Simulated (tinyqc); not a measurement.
# Undoped symmetric double-gate MOSFET, analytic potential model: effects of single changes

An undoped body of thickness ts between two equal insulators and tied gates; long channel, electrons only, n = ni exp((psi - V)/Vt) with V the quasi-Fermi potential (0 at the source, Vd at the drain), constant mobility, no quantisation. Across the body psi(x) = V - 2 Vt ln[(ts/(2 beta)) sqrt(q ni/(2 eps0 eps_r Vt)) cos(2 beta x/ts)], x from the centre. Q is the electron charge per area of the whole body.

Values chosen for this exercise; material values close to those of silicon:
```
symbol    value        unit                                             meaning
T           300           K                                         temperature
Eg         1.11          eV                                            band gap
eps_r      11.7                      relative permittivity of the semiconductor
Nc      2.75e19       cm^-3              conduction-band density of states at T
Nv      2.61e19       cm^-3                 valence-band density of states at T
eox        24.2                     relative permittivity of the gate insulator
tox          10          nm                                 insulator thickness
ts           15          nm                                      body thickness
dphi       0.13           V  gate work function less that of the intrinsic body
mu          380  cm^2/(V s)                                    channel mobility
L           0.1          um                                         gate length
Vd            1           V                                       drain voltage
```

Constants: q = 1.602176634e-19 C, kB = 1.380649e-23 J/K, Vt = kB T/q, eps0 = 8.8541878128e-14 F/cm where lengths are in cm. Results are converted to the units shown.

Each table varies one quantity; the others keep the values above.

## Transfer curve and volume inversion

ni = sqrt(Nc Nv) exp(-Eg/(2 Vt)), Eg in volts; r = eps_r tox/(eox ts); V0 = dphi + 2 Vt ln[(2/ts) sqrt(2 eps0 eps_r Vt/(q ni))]. beta (between 0 and pi/2) solves (Vg - V0 - V)/(2 Vt) = ln(beta) - ln(cos beta) + 2 r beta tan(beta). Q = 8 eps0 eps_r Vt beta tan(beta)/ts; I = mu (1/L)(4 eps0 eps_r/ts)(2 Vt)^2 [g(beta_s) - g(beta_d)] per width, g = beta tan(beta) - beta^2/2 + r beta^2 tan^2(beta), with beta_s at V = 0 and beta_d at V = Vd. The drop is psi(surface) - psi(centre) at the source end; C = dQs/dVg, Cg = 2 eps0 eox/tox; gm = dI/dVg.

Result of one run:
```
Vg (V),Qs (nC/cm^2),drop (mV),C/Cg,I (uA/um),gm/I (1/V)
0.55,24.83,4.366,0.1682,2.847,33.14
```

What becomes of these results when the gate voltage Vg is changed from 0.55 to 0.46 V, all else the same?

Result of the changed run:
```
Vg (V),Qs (nC/cm^2),drop (mV),C/Cg,I (uA/um),gm/I (1/V)
0.46,1.054,0.1905,0.009375,0.1043,38.40
```

The whole series:
```
Vg (V),Qs (nC/cm^2),drop (mV),C/Cg,I (uA/um),gm/I (1/V)
0.29,0.001490,2.696e-4,1.345e-5,1.463e-4,38.68
0.38,0.04839,0.008757,4.365e-4,0.004755,38.67
0.46,1.054,0.1905,0.009375,0.1043,38.40
0.55,24.83,4.366,0.1682,2.847,33.14
0.64,154.7,23.65,0.4847,30.00,19.59
0.73,379.1,47.35,0.6608,119.4,12.07
0.81,622.3,65.32,0.7504,270.8,8.732
0.9,924.6,81.67,0.8125,534.6,6.572
0.99,1246,94.88,0.8520,905.4,5.230
```

The current rises from 1.46e-4 to 905 uA/um. In the first row gm/I is 38.7 1/V, within 0.01 % of 1/Vt: with no depletion charge the whole body follows the gate, and the swing is ideal. The drop between surface and centre goes from 2.7e-4 to 94.9 mV and passes Vt at Vg = 0.73 V among the rows; below that the density varies across the body by less than a factor of e (volume inversion). C reaches 0.85 of Cg in the last row. For Vg = 0.81 to 0.99 V the surface density at the source passes 0.3 Nc, where Boltzmann statistics fail. For Vg = 0.73 to 0.99 V mu V/L, with V the smaller of Vd and Vg - V0, passes 3e6 cm/s, so velocity saturation would lower the current.

## Effect of the body thickness

Q = 8 eps0 eps_r Vt beta tan(beta)/ts; I = mu (1/L)(4 eps0 eps_r/ts)(2 Vt)^2 [g(beta_s) - g(beta_d)] per width, g = beta tan(beta) - beta^2/2 + r beta^2 tan^2(beta), with beta_s at V = 0 and beta_d at V = Vd.  I(low) is taken at Vg = 0.34 V, Qs and I(high) at Vg = 1.09 V.

Results:
```
ts (nm),V0 (V),I(low) (nA/um),Qs(high) (nC/cm^2),I(high) (uA/um)
5,0.6433,0.3374,1609,1399
9.8,0.6086,0.6614,1616,1434
14,0.5901,0.9448,1618,1447
19,0.5743,1.282,1618,1455
27,0.5562,1.822,1619,1463
38,0.5385,2.564,1619,1468
```

Estimate the missing row, ts = 7 nm.

Computed row:
```
ts (nm),V0 (V),I(low) (nA/um),Qs(high) (nC/cm^2),I(high) (uA/um)
7,0.6260,0.4724,1614,1419
```

With this row back in the table: As ts goes from 5 to 38 nm, I(low) rises from 0.337 to 2.56 nA/um and I(high) rises from 1400 to 1470 uA/um. On average I(low) goes as ts^(1.00) and I(high) goes as ts^(0.02). Below threshold the charge is proportional to the cross-section of the body; above it the insulator sets the charge. In every row the surface density at the source at the higher gate voltage passes 0.3 Nc, where Boltzmann statistics fail. In every row mu V/L at the higher gate voltage, with V the smaller of Vd and Vg - V0, passes 3e6 cm/s, so velocity saturation would lower the current. For ts = 27 to 38 nm L is under three scale lengths of this cross-section, so short-channel effects, left out here, would raise the subthreshold current. At ts = 5 nm the body is thin enough for quantum confinement, left out here, to raise the threshold.

## Output curve

Same model as above.

In this table Vg = 0.89 V.

Results:
```
Vd (V),Qd (nC/cm^2),Qd/Qs,I (uA/um)
0.06,687.3,0.7723,179.6
0.11,527.6,0.5928,294.9
0.17,351.1,0.3945,394.7
0.22,221.8,0.2492,448.8
0.33,32.85,0.03691,496.2
0.38,6.744,0.007578,499.5
0.44,0.7189,8.078e-4,500.1
0.49,0.1048,1.178e-4,500.2
```

Estimate the missing row, Vd = 0.28 V.

Computed row:
```
Vd (V),Qd (nC/cm^2),Qd/Qs,I (uA/um)
0.28,97.91,0.1100,484.5
```

With this row back in the table: The current rises from 180 to 500 uA/um, while the charge at the drain end falls from 0.77 to 1.2e-4 of that at the source. The current first comes within 1 % of its last value at Vd = 0.33 V among the rows. Over the last rows Qd falls by a factor of e for each Vt of drain voltage: the drain end is in weak inversion. In every row the surface density at the source passes 0.3 Nc, where Boltzmann statistics fail. For Vd = 0.11 to 0.49 V mu V/L, with V the smaller of Vd and Vg - V0, passes 3e6 cm/s, so velocity saturation would lower the current.

tinyqc, about 0.01 s, one thread, Intel Xeon 2.30GHz (shared host): `OMP_NUM_THREADS=1 python tinyqc.py 2440049 2440050 out.jsonl`
